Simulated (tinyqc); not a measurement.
# Changing the modulation frequency f

Model: time-domain thermoreflectance: layered heat flow under a modulated pulse train, and what the signal ratio measures. Computed by tinyqc, a small Python program. Command: `OMP_NUM_THREADS=1 python tinyqc.py 3111940 3111941 out.jsonl tdtr sweep`. One thread of a shared host (Intel(R) Xeon(R) Processor @ 2.30GHz), about 0.1 s of CPU time with the checks.

Pulses repeat at 80 MHz; heat is laid down at the surface, all layers are isotropic.

Inputs (values chosen for the exercise, modelled on aluminium on germanium):
```
quantity,value,unit
metal thickness d,64,nm
metal conductivity,180,W/(m K)
metal heat capacity,2.42,MJ/(m^3 K)
boundary conductance G under the metal,93,MW/(m^2 K)
substrate conductivity kappa,55.7,W/(m K)
substrate heat capacity C,1.71,MJ/(m^3 K)
"spot radius w (1/e^2, pump and probe)",12,micrometre
delay t,190,ps
```

Stack: metal, substrate.

Method:
- Penetration depth sqrt(kappa/(pi f C)); effusivity sqrt(kappa C); cooling time of the metal d C_m/G; Kapitza length kappa/G.
- For radial wave number k and angular frequency W each layer has u = sqrt(4 pi^2 k^2 + i W C/kappa) and gamma = kappa u. Surface impedance from below: Z = 1/gamma for the substrate; a layer of thickness L maps Z to (Z + tanh(u L)/gamma)/(1 + gamma Z tanh(u L)); a boundary adds 1/G.
- Response per absorbed watt H(W) = 2 pi int_0^(2/w) Z(k, W) exp(-pi^2 k^2 w^2) k dk by 20 Gauss-Legendre points.
- Signal: X + iY = sum_(m = -M..M) H(2 pi (f + m f_r)) exp(i 2 pi m f_r t) exp(-pi (m/M)^2 x 4), f_r = 80 MHz, M = 4000, with H(-W) the complex conjugate of H(W); V_in = X, V_out = Y, ratio = -V_in/V_out.

One run for each value:
```
modulation frequency f (MHz),ratio -V_in/V_out,phase of H(2 pi f) (degrees),penetration depth (micrometre)
0.30,3.146,-30.755,5.8789
0.55,3.256,-33.228,4.3418
1.00,3.605,-34.399,3.2200
1.80,4.189,-34.512,2.4000
3.30,5.049,-34.045,1.7725
6.00,6.183,-33.657,1.3146
11.00,7.737,-34.155,0.9709
20.00,10.234,-36.511,0.7200
```

Over the rows, ratio -V_in/V_out rises from 3.15 to 10.2 (exponent d ln y / d ln x 0.057 between the first rows and 0.47 between the last); phase of H(2 pi f) (degrees) lies between -36.5 and -30.8 without a single trend; penetration depth (micrometre) falls from 5.88 to 0.720 (exponent d ln y / d ln x about -0.50 throughout).
